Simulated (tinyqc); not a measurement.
Capacitance measurement on a leaky thin oxide: effects of series resistance and leakage: two steps of the calculation.

The device is a capacitance C in parallel with a leakage conductance G, in series with Rs and Ls. An impedance meter reports either a parallel pair (Cp, Gp) from Y = 1/Z = Gp + i w Cp or a series pair (Cs, Rm) from Z = Rm + 1/(i w Cs); w = 2 pi f, dissipation D = Gp/(w |Cp|).

Inputs (values chosen for the exercise); values of the order met in thin-oxide MOS capacitors: relative permittivity of the gate insulator (close to silicon dioxide) eox = 3.9; insulator thickness tox = 3 nm; gate area A = 100 um^2; oxide-equivalent thickness added by the accumulation layer zc = 0.38 nm; oxide-equivalent thickness added by gate depletion zp = 0 nm; gate leakage current density, not matched to the thickness Jg = 16 A/cm^2; voltage for an e-fold rise of the leakage Vs = 0.21 V; series resistance Rs = 180 ohm; series inductance Ls = 260 nH; measuring frequency f = 1e6 Hz.

Constants: eps0 = 8.8541878128e-14 F/cm where lengths are in cm. Results are converted to the units shown.

Question 1. True capacitance and conductance. EOT = 3.9 tox/eox; CET = EOT + zc + zp; C = 3.9 eps0 A/CET; G = Jg A/Vs.

Wanted: EOT; CET; C; G.

Answer 1.

EOT = 3.000 nm
CET = 3.380 nm
C = 1.022 pF
G = 76.19 uS

Question 2. What the meter reports. Z = Rs + i w Ls + 1/(G + i w C).

C = 1.0216371 pF
G = 76.190476 uS

Find: Z; Cp; Gp; Cs; D.

Answer 2.

Z = (1.321-0.110i) x 1e4 ohm
Cp = 0.9927 pF
Gp = 75.17 uS
Cs = 145.2 pF
D = 12.05

Cp is 2.8 % below C and Cs is 142 times it; G Rs = 0.0137, w C Rs = 0.00116 and G/(w C) = 11.9.

Program tinyqc, `OMP_NUM_THREADS=1 python tinyqc.py 2022013 2022014 out.jsonl`; Intel Xeon 2.30GHz, shared host, one thread, about 0.01 s.
